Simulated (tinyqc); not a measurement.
The mass ratio: thresholds of impact ionisation and Auger recombination from band masses.

Inputs chosen for the exercise (out of a larger set: near those of CdTe, gap at low temperature and not tied to T; not measured data): Eg = 1.61 eV (gap at Gamma to the s-like level).

mu = me/mh is varied; thresholds in units of Eg for ionisation started by an electron, (1 + 2 mu)/(1 + mu), and by a heavy hole, (2 + mu)/(1 + mu).

Results:
```
mu,electron (Eg),hole (Eg),electron (eV),hole (eV)
0.120,1.1071,1.8929,1.782,3.047
0.173,1.1475,1.8525,1.847,2.983
0.280,1.2188,1.7812,1.962,2.868
0.320,1.2424,1.7576,2.000,2.830
0.340,1.2537,1.7463,2.019,2.811
1.000,1.5000,1.5000,2.415,2.415
2.100,1.6774,1.3226,2.701,2.129
```

The two thresholds add up to 3 Eg in every row and are equal, 3/2 Eg, at mu = 1. The lighter carrier has the lower threshold; in the first row the two differ by 1.265 eV, which would favour one carrier in avalanche multiplication. Real ionisation rates depend on the whole band structure and can be nearly equal although the edge masses differ.

Computed by tinyqc, a small Python program: `OMP_NUM_THREADS=1 python tinyqc.py 1850068 1850069 out.jsonl` (the numbers bound the seed that draws the inputs); one thread of a shared host (Intel(R) Xeon(R) Processor @ 2.30GHz), about 0.01 s for the whole set of steps.
